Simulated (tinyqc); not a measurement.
Ion implantation: universal nuclear stopping, Lindhard-Scharff electronic stopping and a Gaussian range profile: one step, computed by the program tinyqc.

An ion slows by elastic collisions with screened nuclei and by friction with electrons; channelling is ignored and the target is uniform.

Question. Anneal. Far from the surface a Gaussian stays Gaussian: sigma^2 = dR_p^2 + 2 D t; peak Q/(sqrt(2 pi) sigma); x_j = R_p + sigma sqrt(2 ln(peak/C_B)).

Inputs (values chosen for the exercise, modelled on germanium ions in germanium): dose Q = 1e+14 1/cm^2; background C_B = 4.5e+15 1/cm^3; anneal budget D t = 5.8e-13 cm^2.

Follow-up: anneal.

straggle dR_p = 10.14970 nm

projected range R_p = 30.45042 nm

Give: width sigma; peak after the anneal; x_j after the anneal.

Answer.

width sigma = 14.80 nm

peak after the anneal = 2.696e+19 1/cm^3

x_j after the anneal = 92.18 nm
